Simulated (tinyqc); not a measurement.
Strained Delta valleys, repopulation and conductivity mass: mobility against stress.

A cubic crystal with three pairs of conduction valleys along x, y and z under uniaxial stress X along [110] (X > 0 is tension); current along [-110]. Non-degenerate electrons, fixed total density, one relaxation time for all valleys and stresses, masses unchanged by strain, so the mobility goes as the mean inverse mass.

Stress s_ij = X a_i a_j with a the unit vector along [110]; strain e_ii = s11 s_ii + s12 (s_jj + s_kk), e_ij = s44 s_ij/2. Valley shift dE = Xu (n.e.n - trace(e)/3) with n the valley axis; share f proportional to exp(-dE/Vt). Inverse mass along the current d = [-110]: (n.d)^2/ml + (1 - (n.d)^2)/mt; mu/mu0 = sum f (1/m) over the plain mean of 1/m. The linear estimate is 1 - pi X with pi the small-stress slope -d(mu/mu0)/dX.

Parameters, values chosen for the exercise; values close to those of silicon:

| symbol | value | unit | meaning |
|---|---|---|---|
| T | 273 | K | temperature |
| s11 | 7.9 | 1/TPa | compliance |
| s12 | -2.16 | 1/TPa | compliance |
| s44 | 12.3 | 1/TPa | compliance |
| Xu | 8.68 | eV | shear deformation potential |
| ml | 0.95 | m0 | longitudinal mass |
| mt | 0.189 | m0 | transverse mass |

Constants: q = 1.602176634e-19 C, kB = 1.380649e-23 J/K, Vt = kB T/q. Results are converted to the units shown.

Result of one run:
```
splitting (meV),largest share,mu/mu0,linear estimate
8.7321,0.37176,0.95801,0.95493
```

Which uniaxial stress (tension positive) X gave this result: -25, -50, -200, -700 or -1500 MPa?

X = -200 MPa.

The whole series:
```
X (MPa),splitting (meV),largest share,mu/mu0,linear estimate
-25,1.0915,0.33845,0.99441,0.99437
-50,2.1830,0.34348,0.98891,0.98873
-100,4.3660,0.35328,0.97820,0.97746
-200,8.7321,0.37176,0.95801,0.95493
-400,17.464,0.40388,0.92290,0.90986
-700,30.562,0.43999,0.88344,0.84225
-1000,43.660,0.46375,0.85747,0.77464
-1500,65.491,0.48501,0.83423,0.66196
-2500,109.15,0.49760,0.82048,0.43660
```

The ratio mu/mu0 falls from 0.994 to 0.820; pi = -22.5e-11 1/Pa. The linear estimate of the change is 1.008 times the computed change in the first row and 3.14 times it in the last: once the splitting is several Vt (Vt = 23.5 meV) the upper valleys are nearly empty and little is left to move. At X = -2500 MPa the stress passes 1.5 GPa, where intervalley scattering and masses change too.

Range of the model: Shear strain also changes the transverse masses of these valleys, which is left out.

Program tinyqc, `OMP_NUM_THREADS=1 python tinyqc.py 2530033 2530034 out.jsonl`; Intel Xeon 2.30GHz, shared host, one thread, about 0.01 s.
